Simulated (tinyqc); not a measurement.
# Inputs raised by 10 %, one at a time

Model: minority-electron transport through the base of a bipolar transistor (Moll-Ross and Kroemer integrals). Computed by tinyqc, a small Python program. Command: `OMP_NUM_THREADS=1 python tinyqc.py 3016379 3016380 out.jsonl base sens`. One thread of a shared host (Intel(R) Xeon(R) Processor @ 2.30GHz), about 0.01 s of CPU time with the checks.

Low injection, one dimension, x from the emitter edge (0) to the collector edge (W), s = x/W. Recombination is treated as a small correction (valid for tau_B well below tau_n), computed from the stored charge.

Inputs (values chosen for the exercise, modelled on SiGe):

| quantity | value | unit |
|---|---|---|
| intrinsic density n_i at the emitter edge | 8.6e+10 | 1/cm^3 |
| base doping at the emitter edge N_0 | 1.4e+19 | 1/cm^3 |
| base width W | 470 | nm |
| mu_min | 180 | cm^2/(V s) |
| mu_max | 1080 | cm^2/(V s) |
| N_ref | 1.6e+17 | 1/cm^3 |
| saturation velocity v_s | 0.9 | 1e7 cm/s |
| electron lifetime tau_n | 39 | ns |
| emitter Gummel number G_E | 1.8e+13 | s/cm^4 |
| base-emitter voltage V_BE | 0.7 | V |
| temperature T | 300 | K |
| doping ratio N_0/N(W) | 13 | - |
| gap narrowing across the base dE_g | 22 | meV |

Base doping profile: exponential. Gap grading: linear. Exit of the base: saturation velocity.

Constants: k_B = 8.617333262e-05 eV/K; e = 1.602176634e-19 C.

Method:
- N(x) = N_0 (ratio)^(-s); n_i(x)^2 = n_i^2 exp(s dE_g/k_B T); D(x) = (k_B T/e) mu, mu = mu_min + (mu_max - mu_min)/(1 + (N/N_ref)^0.7).
- With y(x) = N n_i^2/(D n_i(x)^2): base Gummel number G_B = int_0^W y dx + N(W) n_i^2/(v_s n_i(W)^2); J_C = e n_i^2 exp(e V_BE/k_B T)/G_B; n(x) = (J_C/e)(n_i(x)^2/(N n_i^2)) [int_x^W y dx + the same exit term]; transit time tau_B = (e/J_C) int n dx; trapezoid rule on 401 even points.
- Emitter-limited gain beta_E = G_E/G_B; recombination-limited gain beta_R = tau_n/tau_B; 1/beta = 1/beta_E + 1/beta_R; f_T from the base alone = 1/(2 pi tau_B).

Runs:

| input moved | from | to | base transit time tau_B (ps) | current gain beta | collector current density J_C (A/cm^2) | base Gummel number G_B (s/cm^4) |
|---|---|---|---|---|---|---|
| base run | - | - | 64.85 | 0.5981 | 22.7 | 3.007e+13 |
| base doping at the emitter edge N_0 (1/cm^3) | 1.4e+19 | 1.54e+19 | 66.15 | 0.5358 | 20.3 | 3.356e+13 |
| base width W (nm) | 470 | 517 | 78.31 | 0.5437 | 20.6 | 3.307e+13 |
| mu_min (cm^2/(V s)) | 180 | 198 | 61.39 | 0.6403 | 24.3 | 2.808e+13 |
| mu_max (cm^2/(V s)) | 1080 | 1188 | 62.30 | 0.6155 | 23.3 | 2.922e+13 |
| electron lifetime tau_n (ns) | 39 | 42.9 | 64.85 | 0.5981 | 22.7 | 3.007e+13 |
| emitter Gummel number G_E (s/cm^4) | 1.8e+13 | 1.98e+13 | 64.85 | 0.6578 | 22.7 | 3.007e+13 |
| base-emitter voltage V_BE (V) | 0.7 | 0.77 | 64.85 | 0.5981 | 339.7 | 3.007e+13 |

Exponents ln(y'/y) / ln(x'/x):

| input | base transit time tau_B | current gain beta | collector current density J_C | base Gummel number G_B |
|---|---|---|---|---|
| base doping at the emitter edge N_0 | 0.207 | -1.153 | -1.154 | 1.154 |
| base width W | 1.978 | -0.999 | -0.998 | 0.998 |
| mu_min | -0.575 | 0.716 | 0.716 | -0.716 |
| mu_max | -0.422 | 0.300 | 0.300 | -0.300 |
| electron lifetime tau_n | 0.000 | 0.001 | 0.000 | 0.000 |
| emitter Gummel number G_E | 0.000 | 0.999 | 0.000 | 0.000 |
| base-emitter voltage V_BE | 0.000 | 0.000 | 28.410 | 0.000 |

Which inputs matter most for each result?

Among the inputs moved here: base transit time tau_B answers most in size to base width W (exponent +1.978), next to mu_min (-0.575); its exponent is below 0.0005 for electron lifetime tau_n, emitter Gummel number G_E, base-emitter voltage V_BE. Its exponent +1.978 in base width W: diffusion, or drift in a field proportional to 1/W. current gain beta answers most in size to base doping at the emitter edge N_0 (exponent -1.153), next to base width W (-0.999); its exponent is below 0.0005 for base-emitter voltage V_BE. Its exponent -0.999 in base width W: emitter-limited gain, or recombination with a transit time limited by the exit velocity. Collector current density J_C answers most in size to base-emitter voltage V_BE (exponent +28.410), next to base doping at the emitter edge N_0 (-1.154); its exponent is below 0.0005 for electron lifetime tau_n, emitter Gummel number G_E. base Gummel number G_B answers most in size to base doping at the emitter edge N_0 (exponent +1.154), next to base width W (+0.998); its exponent is below 0.0005 for electron lifetime tau_n, emitter Gummel number G_E, base-emitter voltage V_BE. Its exponent +0.998 in base width W: G_B counts dopants per area.

Caution (all rows): a current gain below 1 is far from a working transistor: the base is too heavily doped or too wide for this emitter and lifetime.
